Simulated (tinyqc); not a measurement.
## Barrier height from two thicknesses

Inverse problem. Through a thick flat barrier T = c exp(-2 kappa t) with a prefactor c that does not depend on t, and kappa = sqrt(m1 phi1/C), C = hbar^2/(2 m0). Find kappa, the decades lost for each nanometre, c and phi1.

Values chosen for this exercise:
```
symbol  value  unit                     meaning
m1       0.52    m0  tunnelling mass of layer 1
```

Constants: q = 1.602176634e-19 C, hbar = 1.054571817e-34 J s, m0 = 9.1093837015e-31 kg, hbar^2/(2 m0) = 0.0380998212 eV nm^2. Results are converted to the units shown.

T at t = 1.4 and 2.8 nm: [3.1565710e-8, 3.5585501e-16]

Solution. The ratio of the two values removes c: kappa = ln(T_a/T_b)/(2 (t_b - t_a)).

kappa = 6.54 1/nm
decades a nanometre = 5.68
c = 2.80
phi1 = 3.13 eV

Numbers from tinyqc (`OMP_NUM_THREADS=1 python tinyqc.py 2540023 2540024 out.jsonl`; about 0.02 s on one thread of a shared Intel Xeon 2.30GHz).
